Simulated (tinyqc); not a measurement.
Boltzmann transport in a parabolic band with a power-law relaxation time: sweeps and comparisons. A value that a table varies takes the place of the one given here.

F_j(eta) = (1/Gamma(j + 1)) integral_0^infinity x^j dx/(1 + exp(x - eta)), which tends to exp(eta) for eta << 0.

tau = tau0 x^r with x = E/kT. With K_j = Gamma(j + 1) F_j(eta): <tau> = tau0 (r + 3/2) K_(r+1/2)/((3/2) K_(1/2)); mu = <tau>/(mc m0/e), m0/e = 5.685630e-12 kg/C; Hall factor rH = (3/2) K_(1/2) (2r + 3/2) K_(2r+1/2)/((r + 3/2) K_(r+1/2))^2; Seebeck S = -(kB/e) [(r + 5/2) K_(r+3/2)/((r + 3/2) K_(r+1/2)) - eta]; Lorenz number L = (kB/e)^2 [(r + 7/2) K_(r+5/2)/((r + 3/2) K_(r+1/2)) - ((r + 5/2) K_(r+3/2)/((r + 3/2) K_(r+1/2)))^2]; kB/e in V/K. Valley anisotropy is left out of rH.

n = N F_1/2(eta) with N = 2 (m kB T/(4 pi c))^(3/2) with c = hbar^2/2m0, in 1/angstrom^3; times 1e24 for 1/cm^3, m = md.

Constants: kB = 8.617333262e-05 eV/K; hbar^2/2m0 = 3.80998211 eV angstrom^2.

Inputs chosen for the exercise (masses near those of Ge; tau0 is set for a mobility of the usual size at this n, kL is a free input; freeze-out and phonon drag, which matter near 77 K, are left out; the results hold for these values, not for the real material):
- ta = 65 fs (acoustic tau at E = kT and 300 K)
- ti = 340 fs (impurity tau at E = kT and 300 K)
- mc = 0.1211 m0 (conductivity mass)
- md = 0.556 m0 (density-of-states mass)
- tau0 = 39 fs (tau at E = kT)
- r = 1.5 (exponent of tau)
- T = 77 K
- kL = 14 W/(m K) (lattice thermal conductivity)
- n = 3e+17 1/cm^3 (electron density)

## The scattering mechanism

eta = -1.42800

Same eta for each exponent.

Results:
```
r                                     mechanism  <tau>/tau0     rH  S (microvolt/K)  L (1e-8 W ohm/K^2)
-0.5                           acoustic phonons       0.729  1.163           -304.9               1.525
0.0                  a constant relaxation time       1.000  1.000           -346.9               1.874
0.5   polar optical or piezoelectric scattering       1.538  1.097           -388.8               2.228
1.5                          ionised impurities       4.744  1.873           -472.6               2.950
```

What does this show?

From r = -1/2 to 3/2 |S| grows by 167.7 microvolt/K, against 2 kB/e = 172.3 in the non-degenerate limit: scattering that favours fast electrons raises the mean energy carried. rH is 1 only for constant tau and reaches 1.873 for r = 3/2; L spans 1.525 to 2.950 against the metallic 2.443.

## Mobility against temperature (two scattering mechanisms together, and the Matthiessen rule)

Non-degenerate electrons. 1/tau(x) = x^(1/2)/tA + 1/(tI x^(3/2)), x = E/kT, with tA = ta (T/300)^(-3/2) and tI = ti (T/300)^(3/2) (the screening logarithm is held fixed). <tau> = integral x^(3/2) tau exp(-x) dx/Gamma(5/2); mu = <tau>/(mc m0/e), m0/e = 5.685630e-12 kg/C. Matthiessen: 1/mu = 1/muA + 1/muI with <tau>A = tA Gamma(2)/Gamma(5/2), <tau>I = tI Gamma(4)/Gamma(5/2).

rH = <tau^2>/<tau>^2. ta and ti are inputs of their own, not tied to tau0.

Mobilities (cm^2/(V s)):
```
T (K)  acoustic  impurity  Matthiessen     exact     rH  Matthiessen/exact
40     1.46e+04  1.09e+03     1.01e+03       897  1.575              1.126
60     7.94e+03  1.99e+03     1.59e+03  1.25e+03  1.339              1.275
80     5.16e+03  3.07e+03     1.92e+03  1.39e+03  1.199              1.383
120    2.81e+03  5.64e+03     1.87e+03  1.33e+03  1.075              1.412
160    1.82e+03  8.68e+03     1.51e+03  1.13e+03  1.037              1.333
220    1.13e+03  1.40e+04     1.05e+03       857  1.031              1.220
300         710  2.23e+04          688       608  1.047              1.132
400         461  3.43e+04          455       423  1.072              1.077
550         286  5.53e+04          285       274  1.101              1.040
```

What can be read from the table?

The exact mobility peaks at 80 K of those listed. The two mechanisms are equal between 80 and 120 K. The rule overestimates everywhere, most at 120 K (by 41 %), since impurities stop the slow electrons and phonons the fast ones. rH runs between 1.031 and 1.575; the pure limits are 1.178 and 1.933, and the mixture dips below both, since the opposite energy slopes of the two rates leave tau nearly constant. Optical and intervalley phonons, left out, lower real mobilities above about 150 K.

## What moves the coefficients

sigma = e n mu with e = 1.602176634e-19 C; ZT = S^2 sigma T/(kL + L sigma T). Each row changes one parameter from the base and keeps the others.

Results:
```
case              mu (cm^2/(V s))  sigma (S/cm)  S (microvolt/K)      ZT
base                         2687         129.1           -472.6  0.0158
md = 0.723 m0                2644         127.1           -507.1  0.0179
mc = 0.1574 m0               2067         99.36           -472.6  0.0122
n = 6e+17 1/cm^3             2819         271.0           -411.2  0.0251
tau0 = 58.5 fs               4030         193.7           -472.6  0.0237
kL = 7 W/(m K)               2687         129.1           -472.6  0.0316
T = 127 K                    2618         125.8           -538.3  0.0330
```

What can be read from the table?

The largest shifts from the base row, up to three for each result and ties (the steps differ in size, so this ranks the rows, not the parameters). mu (cm^2/(V s)): tau0 +1.34e+03, mc -620, n +132; unchanged at the printed digits by kL. sigma (S/cm): n +142, tau0 +64.6, mc -29.8; unchanged at the printed digits by kL. S (microvolt/K): T -65.6, n +61.4, md -34.5; unchanged at the printed digits by mc, tau0 and kL. ZT: T +0.0171, kL +0.0158, n +0.00926. The row for T keeps tau0 fixed; for phonon scattering tau0 itself falls as T rises.

Computed by tinyqc, a small Python program: `OMP_NUM_THREADS=1 python tinyqc.py 1651086 1651087 out.jsonl` (the numbers bound the seed that draws the inputs); one thread of a shared host (Intel(R) Xeon(R) Processor @ 2.30GHz), about 0.01 s for the whole set of steps.
